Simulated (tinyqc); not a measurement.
Do the excited 1s states matter for ionisation? Model: valley-orbit splitting of a donor ground state, with strain. Computed by tinyqc, a small Python program. Command: `OMP_NUM_THREADS=1 python tinyqc.py 3018753 3018754 out.jsonl valleyorbit walk`. One thread of a shared host (Intel(R) Xeon(R) Processor @ 2.30GHz), about 0.01 s of CPU time with the checks.

The basis is the 1s envelope in each valley; energies are counted from the unstrained conduction-band edge. The strain is e_s (a a^T - 1/3) for the unit stress axis a, so valley j along n_j moves by Xi_u e_s w_j with w_j = (n_j.a)^2 - 1/3: +1/3 for [111] and [-1-11], -1/3 for the others.

Inputs (values chosen for the exercise, for a model many-valley semiconductor):
```
quantity                                    value   unit
single-valley binding energy E_0             12.1    meV
central-cell shift Lambda                    0.99    meV
coupling Delta_1                             0.66    meV
shear deformation potential Xi_u             16.7     eV
donor density N_D                         3.4e+15  cm^-3
density-of-states mass of one valley m_e    0.226    m_0
```

Valleys: four along <111>. Stress axis: [110].

Constants: k_B = 8.617333262e-05 eV/K; m_0 = 9.1093837015e-31 kg; k_B = 1.380649e-23 J/K; h = 6.62607015e-34 J s.

Method:
- By symmetry: E(A1) = E_0 + Lambda + 3 Delta_1 (one state), E(T2) = E_0 + Lambda - Delta_1 (three), as binding energies.
- H_jj = -(E_0 + Lambda) + Xi_u e_s w_j; H_jk = -Delta_1 between any two valleys.
- z = sum over levels of exp(-(E - E_ground)/k_B T), the ground-state share being 1/z; N_c = 2 (2 pi m_e k_B T/h^2)^(3/2) sum_j exp(-(shift_j - lowest shift)/k_B T); n1 = N_c/(2 z) exp(-binding/k_B T), binding = lowest shift - E_ground; without compensation n = 2 N_D/(1 + sqrt(1 + 4 N_D/n1)) (Boltzmann statistics; p and higher states left out).
- No strain here. The last two columns set z = 1, with the A1 depth, or use one level at E_0 with z equal to the number of valleys.

E(A1) = 15.07 meV

Ionised share:
```
T (K)       z  all 1s states  ground state alone  no splitting
8.7    1.0887     1.1576e-04          1.2078e-04    4.3767e-04
15.0   1.3892     1.0449e-02          1.2304e-02    1.9337e-02
22.0   1.7453     7.6689e-02          1.0003e-01    1.0892e-01
32.0   2.1517     2.7977e-01          3.8058e-01    3.3727e-01
44.0   2.4953     5.4961e-01          7.0393e-01    6.0298e-01
70.0   2.9366     8.5421e-01          9.3990e-01    8.7318e-01
120.0  3.3241     9.6675e-01          9.8952e-01    9.6979e-01
```

What follows from these numbers?

z grows from 1.089 to 3.32 of at most 4. Leaving out the excited states overstates the ionised share by up to 36.0 % (at 32.0 K); ignoring the splitting misses by a factor 3.78 at the lowest T and 1.00 at the highest.

Extremes, crossings and ranges named in words are read from the listed rows.
